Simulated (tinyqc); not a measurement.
G0W0 on RHF in the sto-6g basis, for H3+, spin multiplicity 1, step by step. Computed by tinyqc, a small Python program that keeps every step (integrals from PySCF). Settings: charge = 1, multiplicity = 1, basis = sto-6g, method = RHF, energy threshold = 1e-10, iteration cap = 86, orthogonalisation = symmetric, start = Wolfsberg-Helmholz matrix, DIIS depth = 6. Command: `OMP_NUM_THREADS=1 python tinyqc.py 31720 31721 out.jsonl` (the two numbers bound the seeds that draw the settings). One thread of a shared host (Intel(R) Xeon(R) Processor @ 2.60GHz), about 0.04 s of CPU time with the checks. The early iterations of the SCF are left out here.

## One-electron integrals

Geometry (angstrom):
```
atom       x       y        z
H     0.0000  0.0000   0.0000
H     0.0000  0.0000   0.9840
H     0.0000  0.9080  -0.3810
```

Basis sto-6g: exponents (1/bohr^2) and contraction coefficients of normalised primitives:
```
element  l (shell)  exponent  coefficient
H            s (1)   35.5232       0.0092
H            s (1)    6.5131       0.0494
H            s (1)    1.8221       0.1685
H            s (1)    0.6260       0.3706
H            s (1)    0.2431       0.4165
H            s (1)    0.1001       0.1303
```

Overlap, kinetic and nuclear-attraction integrals over the contracted functions; the nuclear repulsion is the sum of Za Zb / Rab.

nuclear repulsion = 1.397967 hartree

overlap S, lower triangle:
```
        1H 1s   2H 1s   3H 1s
1H 1s  1.0000
2H 1s  0.5062  1.0000
3H 1s  0.5058  0.2095  1.0000
```

kinetic energy T (hartree), lower triangle:
```
        1H 1s    2H 1s   3H 1s
1H 1s  0.7685
2H 1s  0.1176   0.7685
3H 1s  0.1173  -0.0012  0.7685
```

nuclear attraction V (hartree), lower triangle:
```
         1H 1s    2H 1s    3H 1s
1H 1s  -2.2795
2H 1s  -1.0273  -2.0817
3H 1s  -1.0263  -0.3928  -2.0814
```

core Hamiltonian H = T + V (hartree), lower triangle:
```
         1H 1s    2H 1s    3H 1s
1H 1s  -1.5110
2H 1s  -0.9098  -1.3132
3H 1s  -0.9090  -0.3940  -1.3129
```

## Two-electron integrals

Functions are numbered as in S; the eight-fold symmetry (ij|kl) = (ji|kl) = (kl|ij) leaves the list below.

Two-electron integrals (ij|kl) in chemists' order, unique and non-zero (hartree):
```
(11|11) 0.7750   (21|11) 0.3169   (21|21) 0.1646   (22|11) 0.4833
(22|21) 0.3169   (22|22) 0.7750   (31|11) 0.3166   (31|21) 0.1300
(31|22) 0.2014   (31|31) 0.1644   (32|11) 0.1158   (32|21) 0.0578
(32|22) 0.1077   (32|31) 0.0578   (32|32) 0.0241   (33|11) 0.4830
(33|21) 0.2015   (33|22) 0.3188   (33|31) 0.3166   (33|32) 0.1077
(33|33) 0.7750
```

## Orthogonalisation

S = U s U^T; symmetric (Loewdin) form X = U s^(-1/2) U^T, so that X^T S X = 1.

eigenvalues of S: 0.3816  0.7905  1.8279

X, lower triangle:
```
         1H 1s    2H 1s   3H 1s
1H 1s   1.2429
2H 1s  -0.3078   1.1203
3H 1s  -0.3074  -0.0046  1.1200
```

## Iteration 4 (converged): orbitals

converged F (hartree), lower triangle:
```
         1H 1s    2H 1s    3H 1s
1H 1s  -0.8035
2H 1s  -0.6795  -0.6134
3H 1s  -0.6791  -0.3795  -0.6132
```

Diagonalise F' = X^T F X, C = X C', fill 1 alpha and 1 beta electrons from the bottom; D = 2 C_occ C_occ^T. Each column has its largest component positive (the first on a tie).

F' = X^T F X (hartree), lower triangle:
```
         1        2        3
1  -0.3904
2  -0.4228  -0.3754
3  -0.4224  -0.0797  -0.3756
```

orbital energies (hartree): MO1 -1.0213, MO2 -0.2957, MO3 0.1758

coefficients C:
```
          MO1      MO2      MO3
1H 1s  0.5390  -0.0003   1.2015
2H 1s  0.3613  -0.7949  -0.7664
3H 1s  0.3611   0.7957  -0.7652
```

D after iteration 4, lower triangle:
```
        1H 1s   2H 1s   3H 1s
1H 1s  0.5810
2H 1s  0.3894  0.2610
3H 1s  0.3892  0.2609  0.2608
```

## Convergence

Stop when the energy changes by less than 1e-10 hartree and every element of the error matrix X^T (F D S - S D F) X is below 3e-06.

Course of the cycle:
```
iteration  E (hartree)     change  largest element of the error matrix
1            -1.215079          -                             2.62e-02
2            -1.215720  -6.41e-04                             3.44e-03
3            -1.215731  -1.13e-05                             1.85e-06
4            -1.215731  -2.45e-12                             3.23e-07
```

PySCF RHF in the same basis = -1.215731 hartree

Converged in 4 iterations.

## Integrals over molecular orbitals

(pq|rs) = sum C_ip C_jq C_kr C_ls (ij|kl), one index at a time.

one-electron integrals over orbitals h = C^T H C (hartree), lower triangle:
```
         1        2        3
1  -1.5924
2   0.0001  -1.1626
3  -0.0727  -0.0001  -0.8366
```

Two-electron integrals over orbitals (pq|rs), unique and non-zero (hartree):
```
(11|11) 0.5710      (21|11) -1.19e-04   (21|21) 0.1447      (22|11) 0.5058
(22|21) 2.02e-04    (22|22) 0.5690      (31|11) 0.0727      (31|21) 2.96e-05
(31|22) -0.0541     (31|31) 0.1393      (32|11) 4.81e-05    (32|21) -0.1283
(32|22) -1.65e-04   (32|31) -1.34e-04   (32|32) 0.1330      (33|11) 0.5758
(33|21) -2.18e-04   (33|22) 0.5093      (33|31) 0.0933      (33|32) 1.38e-04
(33|33) 0.6189
```

## Screening: direct RPA

With D = e_a - e_i and K = (ia|jb): diagonalise D^(1/2) (D + 4K) D^(1/2) = Z w^2 Z^T; X + Y = D^(1/2) Z w^(-1/2), each column of Z with its largest component positive (the first on a tie); E_c = (sum w - tr (D + 2K)) / 2.

D^(1/2) (D + 4K) D^(1/2) (hartree^2):
```
        1>2     1>3
1>2  0.9466  0.0001
1>3  0.0001  2.1001
```

excitation energies w (hartree): 0.9729  1.4492

X + Y:
```
           1       2
1>2   0.8636  0.0001
1>3  -0.0001  0.9089
```

RPA correlation energy = -0.034344 hartree

## G0W0 on Hartree-Fock: HOMO

W(p,q,m) = sqrt2 sum_ia (pq|ia) (X+Y)_ia,m; Sigma_c(x) = sum_(i,m) W^2/(x - e_i + w_m) + sum_(a,m) W^2/(x - e_a - w_m); solve x = e_p + Sigma_c(x) by Newton steps; Z = 1/(1 - dSigma/dx); 1 hartree = 27.211386 eV.

The 12 largest terms at x = e_p (hartree; W for the signs of X + Y given):
```
q  m          W       term
2  1     0.1768    -0.0184
3  2     0.1791    -0.0121
1  2     0.0935     0.0060
1  1  -1.56e-04   2.51e-08
2  2   5.19e-05  -1.24e-09
3  1   1.53e-05  -1.07e-10
```

Newton steps (hartree):
```
step        x  Sigma_c(x)       Z
0     -1.0213     -0.0245  0.9808
1     -1.0454     -0.0240  0.9810
2     -1.0454     -0.0240  0.9810
```

quasiparticle energy of the HOMO = -28.4457 eV

Hartree-Fock value = -27.7923 eV

## G0W0 on Hartree-Fock: LUMO

As before.

The 12 largest terms at x = e_p (hartree; W for the signs of X + Y given):
```
q  m          W       term
1  1     0.1768     0.0184
3  1    -0.1567    -0.0170
2  2    -0.0696    -0.0033
2  1   2.54e-04  -6.64e-08
3  2  -1.84e-04  -1.77e-08
1  2   5.19e-05   1.24e-09
```

Newton steps (hartree):
```
step        x  Sigma_c(x)       Z
0     -0.2957     -0.0019  0.9757
1     -0.2976     -0.0019  0.9757
2     -0.2976     -0.0019  0.9757
```

quasiparticle energy of the LUMO = -8.0986 eV

Hartree-Fock value = -8.0472 eV
